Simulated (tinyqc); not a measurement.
Microkinetic model of low-temperature epitaxy from hydride gases: adsorption, hydrogen desorption and rate control: one step, computed by the program tinyqc. Command: `OMP_NUM_THREADS=1 python tinyqc.py 3016101 3016102 out.jsonl hepi walk`. One thread of a shared host (Intel(R) Xeon(R) Processor @ 2.30GHz), about 0.01 s of CPU time with the checks.

Each hydride molecule needs two free sites and leaves four hydrogen atoms, of which two leave at once as H2; theta is the hydrogen coverage, the site density is 6.78 per nm^2 and one layer is 1.358 angstrom thick.

Task: Rate constants. Flux per site F = p/(sqrt(2 pi M k_B T) x 6.78e18 per m^2), M = 32.12 u (silane), 76.63 u (germane), 2.016 u (hydrogen); s = s0 exp(-E_s/(k_B T)); k_S = s F_S, k_G = r_G s F_G; germanium fraction x = k_G/(k_S + k_G); k = k_S + k_G; k_H = s_H F_H; k_d = nu_d exp(-(E_d - dE x)/(k_B T)). Temperatures in kelvin are T(C) + 273.15.

Inputs (values chosen for the exercise, close to those used for silane and germane, with second-order desorption as on Si(111) but the site density of Si(001)): silane pressure p_S = 2.1 Pa; sticking prefactor of silane s0 = 0.019; adsorption barrier E_s = 0.29 eV; desorption prefactor nu_d = 4.6e+11 1/s; desorption energy on silicon E_d = 2.13 eV; hydrogen carrier pressure p_H = 0 Pa; sticking of hydrogen s_H = 4e-08; temperature T = 700 C; germane pressure p_G = 0.55 Pa; sticking ratio of germane to silane r_G = 3.9; lowering of E_d per unit germanium fraction, dE = 0.37 eV.

Film: silicon-germanium. Order of hydrogen desorption: second.

Constants: k_B = 8.617333262e-05 eV/K; u = 1.6605390666e-27 kg; k_B = 1.380649e-23 J/K.

Give: k; germanium fraction x; k_H; k_d.

Result:

k = 4.588 1/s

germanium fraction x = 0.3981

k_H = 0 1/s

k_d = 24.81 1/s
